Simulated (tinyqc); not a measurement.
Piezoresistors in the (001) plane of a cubic crystal: one step of the calculation.

Plane stress in crystal axes x = [100], y = [010]. First-order piezoresistance: d rho_xx/rho = p11 sxx + p12 syy, d rho_yy/rho = p12 sxx + p11 syy, d rho_xy/rho = p44 sxy; a resistor along d = (cos th, sin th) changes by dR/R = d.(d rho/rho).d. Changes of geometry and second-order terms are left out.

Question. Longitudinal and transverse coefficients. For uniaxial stress along or across the current: pL = p11 - (A/2) sin^2(2 th), pT = p12 + (A/2) sin^2(2 th), A = p11 - p12 - p44. Gauge factor along [110]: E (p11 + p12 + p44)/2.

Parameters, values chosen for the exercise; coefficients close to those of lightly doped n-type silicon:

| symbol | value | unit | meaning |
|---|---|---|---|
| p11 | -97.4 | x 1e-11/Pa | piezoresistive coefficient |
| p12 | 55.6 | x 1e-11/Pa | piezoresistive coefficient |
| p44 | -13.1 | x 1e-11/Pa | piezoresistive coefficient |
| th | 30 | deg | angle of the current from [100] |
| E | 172 | GPa | Young's modulus along [110] |

Wanted: A; pL; pT; gauge factor.

Answer.

A = -139.9 x 1e-11/Pa
pL = -44.94 x 1e-11/Pa
pT = 3.138 x 1e-11/Pa
gauge factor = -47.21

tinyqc, about 0.01 s, one thread, Intel Xeon 2.30GHz (shared host): `OMP_NUM_THREADS=1 python tinyqc.py 2530153 2530154 out.jsonl`
